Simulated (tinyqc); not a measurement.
Defect, radiative and Auger recombination at equal electron and hole densities (ABC model): sweeps and comparisons. A value that a table varies takes the place of the one given here.

J/(e d) = Ae n + B n^2 + C n^3 with Ae = A + 4 S/w (four side walls, carriers spread evenly), e = 1.602176634e-19 C, lengths in cm; internal efficiency IQE = B n^2/(Ae n + B n^2 + C n^3); all injected carriers recombine in the layer.

Values chosen for the exercise (orders of magnitude like those quoted for GaAs; the results hold for these values, not for the real material): A = 7300000 1/s (defect rate); B = 2e-10 cm^3/s (radiative coefficient); C = 1.1e-30 cm^6/s (Auger coefficient); S = 0 cm/s (recombination velocity of the side walls); w = 4.8 micrometre (side of the square mesa); d = 160 nm (active thickness); S2 = 1800 cm/s (recombination velocity of the side walls in this comparison); J = 27000 A/cm^2 (current density).

## Efficiency against current

The slope is d ln(B n^2)/d ln J = 2 (Ae + B n + C n^2)/(Ae + 2 B n + 3 C n^2).

Results:

| J (A/cm^2) | n (1/cm^3) | IQE | slope | differential lifetime (ns) |
|---|---|---|---|---|
| 3.0 | 6.04e+16 | 0.623 | 1.232 | 31.8 |
| 10 | 1.23e+17 | 0.770 | 1.129 | 17.7 |
| 50 | 2.94e+17 | 0.888 | 1.057 | 7.98 |
| 2.0e+02 | 6.06e+17 | 0.940 | 1.028 | 3.99 |
| 9.0e+02 | 1.30e+18 | 0.966 | 1.010 | 1.87 |
| 3.0e+03 | 2.39e+18 | 0.972 | 1.001 | 1.02 |
| 1.0e+04 | 4.35e+18 | 0.969 | 0.993 | 0.553 |
| 5.0e+04 | 9.61e+18 | 0.946 | 0.977 | 0.241 |
| 2.0e+05 | 1.88e+19 | 0.905 | 0.956 | 0.115 |
| 9.0e+05 | 3.81e+19 | 0.826 | 0.921 | 0.0499 |

IQE peaks at 0.972 for J = 3.5e+03 A/cm^2, where the slope passes 1. It is 0.623 at the lowest current and 0.826 at the highest, a droop of 15 %. The slope runs from 1.23 to 0.92; its limits are 2 (defects alone), 1 (radiation alone) and 2/3 (Auger alone). Rows above 1e5 A/cm^2 (2 of them) are formal: heating, left out, would destroy a real device. In the 5 rows above about 2e18 1/cm^3 the bands are degenerate: B saturates and stimulated emission, left out, would clamp n in a laser cavity.

## Shrinking the mesa

S = S2; w takes the values listed.

Results:

| w (micrometre) | Ae (1/s) | IQE_max | J at the peak (A/cm^2) | IQE at J |
|---|---|---|---|---|
| 200 | 7.66e+06 | 0.972 | 3.67e+03 | 0.957 |
| 100 | 8.02e+06 | 0.971 | 3.85e+03 | 0.957 |
| 50 | 8.74e+06 | 0.970 | 4.20e+03 | 0.957 |
| 20 | 1.09e+07 | 0.967 | 5.26e+03 | 0.955 |
| 10 | 1.45e+07 | 0.962 | 7.03e+03 | 0.953 |
| 5 | 2.17e+07 | 0.953 | 1.06e+04 | 0.949 |
| 2 | 4.33e+07 | 0.935 | 2.16e+04 | 0.935 |
| 1 | 7.93e+07 | 0.915 | 4.04e+04 | 0.913 |

The walls equal the bulk defect rate at w = 4 S/A = 9.86 micrometre. From 200 to 1 micrometre the peak efficiency falls from 0.972 to 0.915 and moves to a current 11 times higher; at the fixed J the efficiency goes from 0.957 to 0.913. For large w diffusion to the walls, left out here, would limit the loss.

## Spreading the carriers over a thicker layer

d is multiplied by the factor listed, at the same J.

Results:

| factor | n (1/cm^3) | defect | radiative | Auger |
|---|---|---|---|---|
| 0.10 | 2.17e+19 | 0.00150 | 0.892 | 0.106 |
| 0.20 | 1.56e+19 | 0.00216 | 0.919 | 0.0787 |
| 0.50 | 9.98e+18 | 0.00346 | 0.945 | 0.0518 |
| 1.0 | 7.10e+18 | 0.00492 | 0.958 | 0.0374 |
| 2.0 | 5.04e+18 | 0.00699 | 0.966 | 0.0268 |
| 5.0 | 3.20e+18 | 0.0111 | 0.972 | 0.0171 |
| 10 | 2.26e+18 | 0.0157 | 0.972 | 0.0121 |
| 20 | 1.60e+18 | 0.0221 | 0.969 | 0.00852 |

The best factor listed is 10 (IQE 0.9722); the optimum factor equals J/J_peak = 7.72, a layer of 1.23e+03 nm, since only J/d matters and the peak value 0.972 does not depend on d. A thicker layer trades Auger loss (0.106 to 0.00852) for defect loss (0.0015 to 0.0221).

## What moves the efficiency

IQE_max = Q/(Q + 2) with Q = B/sqrt(Ae C), reached at n = sqrt(Ae/C). Each row changes one parameter from the base and keeps the others.

Results:

| case | n (1/cm^3) | IQE | IQE_max | J at the peak (A/cm^2) |
|---|---|---|---|---|
| base | 7.102e+18 | 0.9577 | 0.9724 | 3.50e+03 |
| A = 14600000 1/s | 7.084e+18 | 0.9530 | 0.9615 | 7.08e+03 |
| B = 3e-10 cm^3/s | 5.851e+18 | 0.9750 | 0.9815 | 5.20e+03 |
| C = 2.2e-30 cm^6/s | 6.977e+18 | 0.9242 | 0.9615 | 1.77e+03 |
| d = 320 nm | 5.044e+18 | 0.9662 | 0.9724 | 7.00e+03 |
| J = 81000 A/cm^2 | 1.215e+19 | 0.9347 | 0.9724 | 3.50e+03 |

The largest shifts from the base row, up to three for each result and ties (the steps differ in size, so this ranks the rows, not the parameters). n (1/cm^3): J +5.05e+18, d -2.06e+18, B -1.25e+18. IQE: C -0.0334, J -0.0230, B +0.0174. IQE_max: A -0.0110, C -0.0110, B +0.00902; unchanged at the printed digits by d and J. J at the peak (A/cm^2): A +3.58e+03, d +3.50e+03, C -1.73e+03; unchanged at the printed digits by J.

Computed by tinyqc, a small Python program: `OMP_NUM_THREADS=1 python tinyqc.py 1650123 1650124 out.jsonl` (the numbers bound the seed that draws the inputs); one thread of a shared host (Intel(R) Xeon(R) Processor @ 2.30GHz), about 0.01 s for the whole set of steps.
